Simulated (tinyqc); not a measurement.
Surface orientation and number of bands: six-band hole subbands of a thin body in a field.

Basis X, Y, Z times spin, hole energies counted downwards from the unstrained edge (the hydrostatic shift is left out), c = hbar^2/2m0. For a symmetric tensor T let C(T) have C_XX = L Txx + M (Tyy + Tzz), C_XY = N Txy (cyclic), L = c (g1 + 4 g2), M = c (g1 - 2 g2), N = 6 c g3. k = q + kz n, n the unit normal, q = k1 u + k2 v with u along the channel [1-10] and v = n x u. H = C(k k^T) + (Dso/3)(1 - L.sigma) - B + e F z with (L_k)_ij = -i epsilon_kij; B is the block C built from the traceless strain with 2b, -b and sqrt(3) d in place of L, M, N. Strain: exx = eyy = (s11 + s12) sx/2, ezz = s12 sx, exy = -s44 sx/4. Hard walls at z = 0 and t; basis sin(j pi z/t), j = 1 to Nz: kz^2 = (j pi/t)^2, kz = -i D with D_jl = 4 j l/(t (j^2 - l^2)), z_jj = t/2 and z_jl = -8 t j l/(pi (j^2 - l^2))^2 for j + l odd; 1 MV/cm = 0.01 eV/angstrom.

Nz = 14. E1 is the top subband at q = 0, gap the distance to the next pair, and the masses are c q^2/(E(q) - E1) at |q| = 0.02 1/angstrom (mean of the spin pair) along the channel [1-10] and across it in the plane; a dash marks a band that does not rise.

Constants: hbar^2/2m0 = 3.80998211 eV angstrom^2.

Inputs chosen for the exercise (near those of a p-type Si channel; not measured data): g1 = 4.3 (Luttinger gamma1); g2 = 0.34 (gamma2); g3 = 1.45 (gamma3); Dso = 0.043 eV (spin-orbit splitting); b = -2.12 eV (tetragonal potential); d = -4.71 eV (trigonal potential); S = (7.6, -2.13, 12.48) 1/TPa (compliances s11, s12, s44); t = 60 angstrom (body thickness); F = 0.8 MV/cm (field across the body); sx = -1.5 GPa (stress along the channel [1-10], negative in compression).

Three faces, six bands; and four bands, with Dso set to 1000 eV.

Cases:
```
case
(001) 6 bands
(001) 4 bands
(110) 6 bands
(110) 4 bands
(111) 6 bands
(111) 4 bands
```

Rank the cases by E1 (meV), lowest first.

Answer: (110) 6 bands, (111) 6 bands, (111) 4 bands, (110) 4 bands, (001) 6 bands, (001) 4 bands.

Results:
```
case,E1 (meV),gap (meV),m channel,m across
(001) 6 bands,181.4,77.1,0.163,2.350
(001) 4 bands,201.4,71.4,0.202,0.533
(110) 6 bands,56.4,72.3,0.114,0.276
(110) 4 bands,154.8,129.5,0.148,0.308
(111) 6 bands,121.2,85.8,0.140,1.047
(111) 4 bands,147.6,119.9,0.175,0.209
```

With six bands the top subband is shallowest on (110) (56.4 meV) and deepest on (001). Without the stress E1 would be 224.4, 109.7 and 163.4 meV, so the stress moves it by -43.0, -53.3 and -42.2 meV. The lightest channel mass is on (110) (0.114 m0). Dropping the split-off band moves E1 by 20.0, 98.3 and 26.4 meV and the gap by -5.7, 57.2 and 34.1 meV on the three faces, with Dso = 43 meV.

Program tinyqc; command `OMP_NUM_THREADS=1 python tinyqc.py 1282461 1282462 out.jsonl`; about 0.4 s on one thread of a shared Intel(R) Xeon(R) Processor @ 2.30GHz.
